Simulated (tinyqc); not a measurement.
# Permeation of metal atoms or ions through a thin barrier or dielectric: time lag, field-aided drift and lifetime, step by step

A worked calculation. Computed by tinyqc, a small Python program that keeps every step. Command: `OMP_NUM_THREADS=1 python tinyqc.py 3014799 3014800 out.jsonl barrier walk`. One thread of a shared host (Intel(R) Xeon(R) Processor @ 2.30GHz), about 0.01 s of CPU time with the checks. Intermediate numbers are printed to about 5 digits and carried at full precision; extremes and crossings named in words are read from the listed rows.

The film 0 < x < d is empty at first; C = C0 at x = 0 and C = 0 at x = d. dC/dt = D d2C/dx2.

Inputs (values chosen for the exercise, for a model case: neutral metal atoms through a barrier):
```
quantity                                   value    unit
thickness d                                  4.2      nm
prefactor D0                             4.6e-06  cm^2/s
activation energy E                          1.4      eV
concentration at the source side C0        4e+18  1/cm^3
charge number z                                0       -
voltage V (positive drives ions across)        0       V
critical dose Q_c                          2e+10  1/cm^2
test temperature T                           300       C
use temperature T_u                           85       C
time in units of d^2/D, s                   0.75       -
```

Constants: k_B = 8.617333262e-05 eV/K.

## Scales

D = D0 exp(-E/(k_B T)); time scale d^2/D; Peclet number P = z V/(k_B T), k_B T in eV; 1 nm = 1e-7 cm. Temperatures in kelvin are T(C) + 273.15.

diffusivity D = 2.2511e-18 cm^2/s

time scale d^2/D = 78363 s

Peclet number P = 0

## Steady flux and time lag

Steady flux J = (D C0/d) P/(1 - exp(-P)); time lag in units of d^2/D: s_L = [P (1 + exp(-P))/(1 - exp(-P)) - 2]/P^2 (P = 0: J = D C0/d, s_L = 1/6).

flux relative to D C0/d = 1

steady flux J = 2.1439e+07 1/(cm^2 s)

time lag s_L = 0.16667

time lag = 13061 s

## Dose at time s

Dose through the film Q(s) = C0 d {f (s - s_L) - 2 exp(P/2) sum_(n=1..200) (-1)^n n^2 pi^2 exp(-l_n s)/l_n^2}, l_n = n^2 pi^2 + P^2/4, f = P/(1 - exp(-P)) the relative flux.

Q/(C0 d) = 0.58346

dose Q = 9.8021e+11 1/cm^2

time = 58772 s

## Time to the critical dose

Solve Q = Q_c for s. At the use temperature D and P take T_u, with the same C0 and V; 1 year = 3.15576e7 s.

s at the critical dose = 0.11224

failure time at T = 8795.8 s

failure time at T_u = 6841.8 years

Failure comes before the time lag: the first arrivals suffice. Caution: grain boundaries, pinholes, trapping and space charge are left out; thin real barriers usually fail at defects.

## Approach to the steady line

Short-time form for P = 0: Q/(C0 d) = 4 sqrt(s) ierfc(1/(2 sqrt(s))), ierfc(y) = exp(-y^2)/sqrt(pi) - y erfc(y).

Q/(C0 d):
```
s         series  steady line f (s - s_L)  short-time form, no field
0.03  4.8419e-06                  -0.1367                 4.8419e-06
0.05  2.6934e-04                  -0.1167                 2.6934e-04
0.08  3.2066e-03                  -0.0867                 3.2066e-03
0.12  1.4887e-02                  -0.0467                 1.4887e-02
0.20  6.1464e-02                   0.0333                 6.1463e-02
0.30  1.4382e-01                   0.1333                 1.4379e-01
0.50  3.3479e-01                   0.3333                 3.3326e-01
0.80  6.3341e-01                   0.6333                 6.1838e-01
1.20  1.0333e+00                   1.0333                 9.7002e-01
```

The dose lies above the steady line at all times and, among these rows, is within 1 % of it from s = 0.5 on (the lag is s_L = 0.167); for a known P the intercept of that line gives D and its slope D C0. Among these rows the short-time form holds to 1 % up to s = 0.5.

Checks made by the program: series against a 300-cell finite-difference solution (relative difference 3e-06).
